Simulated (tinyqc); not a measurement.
Crystal pulling from the melt: segregation, interface stability, heat balance and point-defect regime: one step, computed by the program tinyqc.

A dilute solute; steady pulling with a flat interface unless it is found unstable.

Task: Boundary layer and effective coefficient. delta = 1.61 D^(1/3) nu^(1/6) omega^(-1/2), omega = 2 pi rpm/60; k_eff = k0/[k0 + (1 - k0) exp(-V delta/D)] (Burton, Prim and Slichter); the melt at the interface is enriched by k_eff/k0.

Inputs (values chosen for the exercise, modelled on arsenic in silicon):
```
quantity,value,unit
equilibrium coefficient k0,0.29,-
diffusivity in the melt D,0.00013,cm^2/s
kinematic viscosity nu,0.0037,cm^2/s
crystal rotation,8,rpm
pull rate V,0.49,mm/min
```

Give: boundary layer delta; V delta/D; k_eff; enrichment at the interface.

Result:

boundary layer delta = 350.4 micrometre

V delta/D = 0.2201

k_eff = 0.3373

enrichment at the interface = 1.163

k_eff has moved 6.7 % of the way from k0 to 1. A 10 % ripple of V gives striations of 1.46 % in C_s, since d ln k_eff/d ln V = (1 - k_eff) V delta/D.
